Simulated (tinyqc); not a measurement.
Inside a calculation. Method: plane-wave Kohn-Sham cycle with exchange-only LDA in a layered model solid. One step of it, computed by the program tinyqc.

Problem. Iteration 1: Hamiltonian at one k. H(m,m') = (k + G_m)^2/2 delta + V(G_m - G_m'), with V(-G) = V(G).

A solid whose potential varies along x alone (atomic units):
```
parameter,value
period a,7.300000
cross-section of the cell,22.000000
electrons per cell,4
grid points,16
"plane waves -n..n, n",2
k points,3
V1 in V1 cos(2 pi x/a),-0.570000
V2 in V2 cos(4 pi x/a),-0.170000
```

V(G_m), m = 0, 1, 2, ... (hartree): -0.287582  -0.285000  -0.085000  0.000000  0.000000

k = 0.000000 2 pi / a

Give: H.

Solution.

H (hartree), lower triangle:
```
,-2,-1,+0,+1,+2
-2,1.1941
-1,-0.2850,0.0828
+0,-0.0850,-0.2850,-0.2876
+1,0.0000,-0.0850,-0.2850,0.0828
+2,0.0000,0.0000,-0.0850,-0.2850,1.1941
```
